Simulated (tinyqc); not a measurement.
Saturation velocity and mobility from two gate lengths.

Inverse problem. Isat = Cox vsat Vg (x - 1)/(x + 1) per width, x = sqrt(1 + 2 mu Vg/(m vsat L)), with no series resistance and the same overdrive Vg and mu at both lengths. Find vsat and mu.

Values chosen for this exercise:
- Cox = 2.38 uF/cm^2 (gate capacitance)
- m = 1.29 (body factor)

Vg = 0.9 V
Isat at L = 0.1 and 0.3 um (uA/um): [327.85904, 138.35198]

Solution. The ratio of the currents depends on c = 2 mu Vg/(m vsat) alone and falls steadily from L2/L1 to 1 as c grows, so it fixes c; either current then gives vsat.

vsat = 8.60e6 cm/s
mu = 64.9 cm^2/(V s)

Program tinyqc, `OMP_NUM_THREADS=1 python tinyqc.py 2500149 2500150 out.jsonl`; Intel Xeon 2.30GHz, shared host, one thread, about 0.01 s.
